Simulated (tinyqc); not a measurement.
Monte Carlo simulation of one carrier in a uniform electric field: one step, computed by the program tinyqc. Command: `OMP_NUM_THREADS=1 python tinyqc.py 3003378 3003379 out.jsonl mcfl walk`. One thread of a shared host (Intel(R) Xeon(R) Processor @ 2.30GHz), about 2 s of CPU time with the checks.

The force e F acts along +z. Flights end at the constant total rate Gamma; the part of Gamma that the real rates do not fill is self-scattering, which leaves k unchanged. One valley, no impurities and no intervalley scattering.

Task: Scattering event 1. Kane band: hbar^2 k^2/(2 m) = E (1 + alpha E), speed v = hbar k/(m (1 + 2 alpha E)), states per spin, volume and energy g(E) = m k (1 + 2 alpha E)/(2 pi^2 hbar^2); overlap factors are set to 1. Masses are multiplied by m_0 and all formulas are in SI units. Phonon occupation N_q = 1/(exp(hbar w/(k_B T)) - 1). Acoustic deformation potential (elastic, equipartition, absorption and emission together): 1/tau = 2 pi k_B T D_A^2 g(E)/(hbar rho v_l^2). Polar optical, unscreened: W = e^2 w (1/eps_inf - 1/eps_s) m (1 + 2 alpha E') ln|(k + k')/(k - k')| / (4 pi eps_0 hbar^2 k), times N_q for absorption (E' = E + hbar w) and N_q + 1 for emission (E' = E - hbar w > 0), with alpha = 0 for a parabolic band; mean cosine of the angle <cos> = (k^2 + k'^2)/(2 k k') - 1/ln|(k + k')/(k - k')|. Choice: with cumulative rates in the order acoustic, absorption, emission, the process is the first whose sum exceeds r2 Gamma; if none, self-scattering. Final state: E' = E, E + hbar w or E - hbar w gives k'. Isotropic processes: cos(theta) = 1 - 2 r3 from the z axis, phi = 2 pi r4, k' (sin theta cos phi, sin theta sin phi, cos theta). Polar processes: cos(b) = [1 + xi - (1 + 2 xi)^r3]/xi, xi = 2 k k'/(k - k')^2, b from the old direction n; new direction cos b n + sin b (cos phi e1 + sin phi e2), e1 = (z x n)/|z x n|, e2 = n x e1. Use row 1 of the random numbers.

Inputs (values chosen for the exercise, for a model polar semiconductor):
```
quantity                             value    unit
effective mass m                      0.26     m_0
non-parabolicity alpha                 0.2    1/eV
static permittivity eps_s             11.4       -
high-frequency permittivity eps_inf     10       -
density rho                           5680  kg/m^3
sound velocity v_l                    8240     m/s
acoustic deformation potential D_A     4.5      eV
optical phonon energy hbar w          18.2     meV
lattice temperature T                  100       K
```

Crystal: polar. Band: Kane.

k at the end of the flight (1/nm): 0.0840000  -0.2900000  0.1249572

Random numbers (0.02 to 0.98, from up to 60 sets tried for early real events), one row a flight:
```
       r1      r2      r3      r4
1  0.4326  0.9784  0.1076  0.8582
2  0.4143  0.0893  0.2771  0.1845
3  0.8168  0.2171  0.3602  0.4682
4  0.6550  0.3407  0.2231  0.4247
5  0.5083  0.3888  0.9529  0.6828
6  0.2433  0.3609  0.3052  0.2440
7  0.5676  0.8348  0.8369  0.7205
```

Gamma = 8.671649 1e12/s

Constants: hbar = 1.054571817e-34 J s; m_0 = 9.1093837015e-31 kg; e = 1.602176634e-19 C; k_B = 1.380649e-23 J/K; hbar = 6.582119569e-16 eV s; eps_0 = 8.8541878128e-12 F/m; k_B = 8.617333262e-05 eV/K.

Give: cumulative rates; r2 Gamma; process chosen; k after event 1, the start of the next flight.

Result:

cumulative rates (1e12/s): acoustic 0.039, absorption 1.216, emission 1.216

r2 Gamma = 8.484 1e12/s

Process chosen: self-scattering

k after event 1, the start of the next flight (1/nm): 0.0840  -0.2900  0.1250
